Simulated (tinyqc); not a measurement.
# Worked calculation: one-dimensional ballistic tunnel FET, two-band WKB

Program tinyqc, `OMP_NUM_THREADS=1 python tinyqc.py 2620049 2620050 out.jsonl`; Intel Xeon 2.30GHz, shared host, one thread, about 0.01 s. Printed values are rounded.

A p-type source for x < 0 with its Fermi level at 0 and its valence edge at ds; in the channel the bands fall as D exp(-x/lam) towards their flat values, with the conduction edge at Ec = ds - dP and D = dP + Eg. The gate moves dP one to one. The drain Fermi level lies at -Vd and the drain side reflects nothing. For w = E - Ec between 0 and dP an electron crosses the gap. Two-band dispersion with equal masses m: inside the gap kappa = sqrt(m u (1 - u/Eg)/C), u the distance from a band edge, C = hbar^2/(2 m0).

Values chosen for this exercise; band and dielectric values close to those of indium arsenide: temperature T = 77 K; band gap Eg = 0.347 eV; band-edge mass of the two-band model m = 0.025 m0; screening length of the source junction lam = 5.1 nm; source valence edge above the source Fermi level ds = 0.15 eV; drain bias Vd = 0.5 V; number of degenerate subbands (spin apart) g = 1; tunnelling window Ev(source) - Ec(channel) dP = 0.26 eV; energy above the channel conduction edge w0 = 0.2 eV; cells of the path nc = 10; points of the energy grid nE = 11.

Constants: q = 1.602176634e-19 C, kB = 1.380649e-23 J/K, hbar = 1.054571817e-34 J s, h = 6.62607015e-34 J s, m0 = 9.1093837015e-31 kg, Vt = kB T/q, hbar^2/(2 m0) = 0.0380998212 eV nm^2. Results are converted to the units shown.

Range of the model: Where S is below about 2 the WKB prefactor of 1 is a rough guess.

## The path through the gap by the midpoint rule

At w = w0 the path runs from xa = lam ln(D/(w + Eg)) to xb = lam ln(D/w); u(x) = w + Eg - D exp(-x/lam) is the height above the valence edge. Cut it into nc equal cells: S = 2 (cell width) times the sum of kappa at the centres.

xa = 0.530808 nm
xb = 5.66208 nm

```
cell   x (nm)    u (eV)  kappa (1/nm)
0     0.78737  0.026837      0.127467
1     1.30050  0.076626      0.197931
2     1.81363  0.121648      0.227681
3     2.32675  0.162362      0.238093
4     2.83988  0.199178      0.235958
5     3.35301  0.232471      0.224381
6     3.86613  0.262577      0.204740
7     4.37926  0.289801      0.177047
8     4.89239  0.314419      0.139180
9     5.40551  0.336681      0.081052
```

S = 1.90219

## The exponent in closed form

S(w) = 2 lam int_0^Eg kappa(u) du/(w + Eg - u) = 2 pi lam sqrt(m/(C Eg)) [w + Eg/2 - sqrt(w (w + Eg))], T(w) = exp(-S). The common triangular estimate is S = (4/3) lam sqrt(m/C) Eg^1.5/(dP + Eg) for all w.

S(w0) = 1.88348
T(w0) = 0.152059
triangular S = 1.85491

The midpoint value is 0.99 % above the closed form, and the triangular estimate 1.5 % below it.

## Current on a coarse grid

S(w) = 2 lam int_0^Eg kappa(u) du/(w + Eg - u) = 2 pi lam sqrt(m/(C Eg)) [w + Eg/2 - sqrt(w (w + Eg))], T(w) = exp(-S). I = g (2 q^2/h) int_0^dP T(w) [f(E) - f(E + Vd)] dw, E = ds - dP + w, f(x) = 1/(1 + exp(x/Vt)). Simpson's rule on nE equally spaced points.

```
point    w (eV)        T(w)  difference of the f
0      0.000000  4.78297e-4              1.00000
1      0.026000   0.0116609             0.999997
2      0.052000   0.0276132             0.999840
3      0.078000   0.0469172             0.992019
4      0.104000   0.0682393             0.711822
5      0.130000   0.0906503            0.0467902
6      0.156000    0.113510           9.74541e-4
7      0.182000    0.136380           1.93853e-5
8      0.208000    0.158965           3.85245e-7
9      0.234000    0.181071           7.65585e-9
10     0.260000    0.202571          1.52142e-10
```

I = 0.270519 uA

A converged quadrature gives 0.2785 uA; this grid is 2.9 % below that.
